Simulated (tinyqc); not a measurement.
Hueckel theory of the pi electrons with the omega technique, for the molecule [CH2]c1cccc(Cl)c1 (SMILES; centres numbered as the heavy atoms are written), step by step. One step of it, computed by the program tinyqc.

Problem. Omega technique, round 1. h_r = h_r(0) + omega q_r, omega = 1, with q_r = z_r - P_rr; 0.7 of the old diagonal is kept.

Hueckel matrix in units of beta (H = alpha + beta A), order 1C, 2C, 3C, 4C, 5C, 6C, 7Cl, 8C:
```
[[0.000000, 1.000000, 0.000000, 0.000000, 0.000000, 0.000000, 0.000000, 0.000000],
 [1.000000, 0.000000, 1.000000, 0.000000, 0.000000, 0.000000, 0.000000, 1.000000],
 [0.000000, 1.000000, 0.000000, 1.000000, 0.000000, 0.000000, 0.000000, 0.000000],
 [0.000000, 0.000000, 1.000000, 0.000000, 1.000000, 0.000000, 0.000000, 0.000000],
 [0.000000, 0.000000, 0.000000, 1.000000, 0.000000, 1.000000, 0.000000, 0.000000],
 [0.000000, 0.000000, 0.000000, 0.000000, 1.000000, 0.000000, 0.390000, 1.000000],
 [0.000000, 0.000000, 0.000000, 0.000000, 0.000000, 0.390000, 2.110000, 0.000000],
 [0.000000, 1.000000, 0.000000, 0.000000, 0.000000, 1.000000, 0.000000, 0.000000]]
```

charge and bond-order matrix P, order 1C, 2C, 3C, 4C, 5C, 6C, 7Cl, 8C:
```
[[1.000651, 0.634907, 0.001826, -0.112672, -0.002206, -0.111692, 0.016706, -0.002730],
 [0.634907, 0.999746, 0.522235, -0.000381, -0.224363, 0.001579, -0.008310, 0.523215],
 [0.001826, 0.522235, 1.005146, 0.704550, -0.006111, -0.293027, 0.045094, -0.007606],
 [-0.112672, -0.000381, 0.704550, 0.999415, 0.635887, 0.002291, -0.010823, -0.294007],
 [-0.002206, -0.224363, -0.006111, 0.635887, 1.007817, 0.630686, -0.067036, 0.009516],
 [-0.111692, 0.001579, -0.293027, 0.002291, 0.630686, 0.988898, 0.115343, 0.700329],
 [0.016706, -0.008310, 0.045094, -0.010823, -0.067036, 0.115343, 1.986664, -0.078718],
 [-0.002730, 0.523215, -0.007606, -0.294007, 0.009516, 0.700329, -0.078718, 1.011661]]
```

Centres:
```
centre  z_r, pi electrons of the neutral centre         h
1C                                            1  0.000000
2C                                            1  0.000000
3C                                            1  0.000000
4C                                            1  0.000000
5C                                            1  0.000000
6C                                            1  0.000000
7Cl                                           2  2.110000
8C                                            1  0.000000
```

Give: matrix after round 1.

Solution.

matrix after round 1, order 1C, 2C, 3C, 4C, 5C, 6C, 7Cl, 8C:
```
[[0.000, 1.000, 0.000, 0.000, 0.000, 0.000, 0.000, 0.000],
 [1.000, 0.000, 1.000, 0.000, 0.000, 0.000, 0.000, 1.000],
 [0.000, 1.000, -0.002, 1.000, 0.000, 0.000, 0.000, 0.000],
 [0.000, 0.000, 1.000, 0.000, 1.000, 0.000, 0.000, 0.000],
 [0.000, 0.000, 0.000, 1.000, -0.002, 1.000, 0.000, 0.000],
 [0.000, 0.000, 0.000, 0.000, 1.000, 0.003, 0.390, 1.000],
 [0.000, 0.000, 0.000, 0.000, 0.000, 0.390, 2.114, 0.000],
 [0.000, 1.000, 0.000, 0.000, 0.000, 1.000, 0.000, -0.003]]
```
